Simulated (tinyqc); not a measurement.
Thermal and gravitational stress in a wafer during furnace and rapid thermal processing, and the onset of slip: one step, computed by the program tinyqc. Command: `OMP_NUM_THREADS=1 python tinyqc.py 3008838 3008839 out.jsonl slip walk`. One thread of a shared host (Intel(R) Xeon(R) Processor @ 2.30GHz), about 0.01 s of CPU time with the checks.

A thin free disc in plane stress, isotropic; T(r) = T_centre + dT (r/R)^n. Stress is positive in tension; sigma_SB = 5.670374419e-8 W/(m^2 K^4), g = 9.80665 m/s^2.

Problem. Gravity. Own weight q = rho g t on a ring of radius b R, x = r/R: moments of an edge-supported plate, M_r = q R^2 (3 + nu)(1 - x^2)/16 and M_t = q R^2 [(3 + nu) - (1 + 3 nu) x^2]/16, less the uniform moment inside the ring load, q R^2 [(1 - nu)(1 - b^2) - 2 (1 + nu) ln b]/8; stress at the lower face = 6 M/t^2.

Inputs (values chosen for the exercise, modelled on silicon): wafer radius R = 225 mm; thickness t = 925 micrometre; Poisson ratio nu = 0.21; density rho = 2330 kg/m^3; radius of the support ring over R = 0.82.

Give: stress at the centre; radial stress at the ring; hoop stress at the ring.

Solution.

stress at the centre = 0.8122 MPa

radial stress at the ring = -0.2000 MPa

hoop stress at the ring = 0.2982 MPa
